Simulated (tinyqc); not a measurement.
Gain against bias and Miller's formula: avalanche multiplication and breakdown of a junction from ionisation integrals. Computed by tinyqc, a small Python program. Command: `OMP_NUM_THREADS=1 python tinyqc.py 3019724 3019725 out.jsonl impact walk`. One thread of a shared host (Intel(R) Xeon(R) Processor @ 2.30GHz), about 0.01 s of CPU time with the checks.

Ionisation coefficients follow the local field. Position x runs through the depletion layer from the p side (x = 0), where electrons enter, to the n side (x = w), where holes enter. The built-in voltage is neglected.

Inputs (values chosen for the exercise, modelled on InP):
```
quantity                               value    unit
electron prefactor a_n               5.3e+06    1/cm
electron field b_n                  3.08e+06    V/cm
hole prefactor a_p                   1.9e+06    1/cm
hole field b_p                      2.32e+06    V/cm
exponent c                                 1       -
permittivity eps                        12.5       -
doping N of the lightly doped side     4e+15  1/cm^3
```

Junction: one-sided abrupt n+p.

Constants: e = 1.602176634e-19 C; eps_0 = 8.8541878128e-12 F/m.

Method:
- alpha_n = a_n exp(-(b_n/F)^c), alpha_p = a_p exp(-(b_p/F)^c).
- Field F = F_m (1 - s), w = eps eps_0 F_m/(e N), V = F_m w/2, with s = 1 - x/w (the peak lies at the n+ side).
- With Phi(x) = int_0^x (alpha_n - alpha_p) dx': 1 - 1/M_n = I_n = int_0^w alpha_n exp(-Phi) dx and M_p = M_n exp(-Phi(w)); trapezoid rule on 401 even points; breakdown at I_n = 1.
- Solve I_n(F_m) = 1.
- Miller's exponent n is defined by 1 - 1/M = (V/V_B)^n for the larger M.

breakdown voltage = 182.025 V

critical field F_m = 0.459131 MV/cm

Gain:
```
V/V_B   V (V)  F_m (MV/cm)     M_n     M_p  Miller exponent n
0.50    91.01      0.32465   1.021   1.099             3.4670
0.60   109.21      0.35564   1.062   1.237             3.2347
0.70   127.42      0.38414   1.160   1.513             3.0320
0.80   145.62      0.41066   1.401   2.123             2.8540
0.90   163.82      0.43557   2.222   4.041             2.6988
0.95   172.92      0.44751   3.935   7.926             2.6293
0.98   178.38      0.45452   9.126  19.614             2.5902
0.99   180.20      0.45683  17.796  39.104             2.5776
```

The larger gain passes 2 between 0.700 and 0.800 of V_B and reaches 39.1 at 0.99. Miller's exponent runs from 2.6 to 3.5, so it is not a constant: a fit holds over a narrow range only. From the first row to the last the voltage grows by a factor 1.98 and the peak field by 1.41.

Extremes, crossings and ranges named in words are read from the listed rows.
